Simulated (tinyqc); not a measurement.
Comparisons within one model: delta-doped layer in the Thomas-Fermi potential. A value that a table varies takes the place of the one given here.

All donors ionised in the plane z = 0, zero temperature, energies from the Fermi level EF of the Thomas-Fermi model, which lies at the bulk band edge; c = hbar^2/2m0, q = e^2/(4 pi eps0). Layer in a (001) plane: two valleys with m_z = ml, m_d = mt (unprimed) and four with m_z = mt, m_d = sqrt(ml mt) (primed); m3 = (ml mt^2)^(1/3), gv = 6. With n = (gv/3 pi^2)(m3 (-V)/c)^(3/2) and V'' = -(4 pi q/eps) n for z > 0, the solution is V = -b/(|z| + z0)^4 with sqrt(b) = 20/K, K = (4 pi q/eps)(gv/3 pi^2)(m3/c)^(3/2), and z0^5 = 4b/(e F0), e F0 = 2 pi q N/eps; 1e13/cm^2 = 1e-3/angstrom^2. Exchange and correlation are left out.

Subbands solve -(c/m_z) psi'' + V psi = E psi on 1280 points of spacing z0/80; up to ten levels for each group, kept if bound with an rms width below 2.5 z0.

Constants: hbar^2/2m0 = 3.80998211 eV angstrom^2; e^2/(4 pi eps0) = 14.39964547 eV angstrom.

Parameters, chosen for this exercise (near those of a delta-doped layer in Si; not measured data): ml = 0.922 m0 (longitudinal mass); mt = 0.19 m0 (transverse mass); eps = 11.7 (dielectric constant); Nl = (1.3, 2.6, 5.2, 9.1, 16, 26, 42) x 1e13/cm^2 (sheet densities); N = 13 x 1e13/cm^2 (donor sheet density).

## Doping density

The well, the lowest level and the filling anew; at zero temperature n_i = g m_d (mu - E_i)/(2 pi c), with mu fixed by sum n_i = N.

Results:
```
N (1e13/cm^2),z0 (angstrom),depth (eV),lowest (eV),next - lowest (eV),occupied,share of lowest (%)
1.3,30.6,0.0770,-0.0278,0.0140,2,32.4
2.6,26.7,0.1340,-0.0530,0.0251,3,30.9
5.2,23.2,0.2333,-0.1002,0.0446,3,29.2
9.1,20.7,0.3650,-0.1667,0.0703,3,27.9
16,18.5,0.5733,-0.2774,0.1107,4,26.6
26,16.8,0.8454,-0.4284,0.1627,4,25.5
42,15.3,1.2408,-0.6561,0.2371,4,24.4
```

How do the results move?

The depth grows as N^(4/5) and z0 shrinks as N^(-1/5): factors 16.1 and 2.00 for 32 times the doping. The lowest level deepens faster, with exponent 0.91, since the zero-point energy takes a smaller share of a deeper well (64 % falling to 47 %). The number of occupied subbands is 2 in the first row and 4 in the last. Depths beyond about 0.5 eV stretch parabolic valleys past their range.

## What each parameter does

z0, depth, lowest level and its rms width. Each row changes one parameter from the base and keeps the others.

Results:
```
case,z0 (angstrom),depth (eV),lowest (eV),rms z (angstrom)
base,19.32,0.4856,-0.2301,4.43
N = 7.8 x 1e13/cm^2,21.40,0.3227,-0.1450,5.42
eps = 10.5,18.11,0.5071,-0.2350,4.33
ml = 1.06 m0,18.79,0.4722,-0.2269,4.20
mt = 0.162 m0,20.59,0.5176,-0.2570,4.31
```

What can be read from the table?

The largest shifts from the base row, up to three for each result and ties (the steps differ in size, so this ranks the rows, not the parameters). z0 (angstrom): N +2.08, mt +1.27, eps -1.21. depth (eV): N -0.1629, mt +0.0320, eps +0.0215. lowest (eV): N +0.0851, mt -0.0269, eps -0.0049. rms z (angstrom): N +0.99, ml -0.24, mt -0.12.

Run: tinyqc, `OMP_NUM_THREADS=1 python tinyqc.py 1251857 1251858 out.jsonl`; Intel(R) Xeon(R) Processor @ 2.30GHz, one thread, shared host; about 0.1 s of CPU time with all checks.
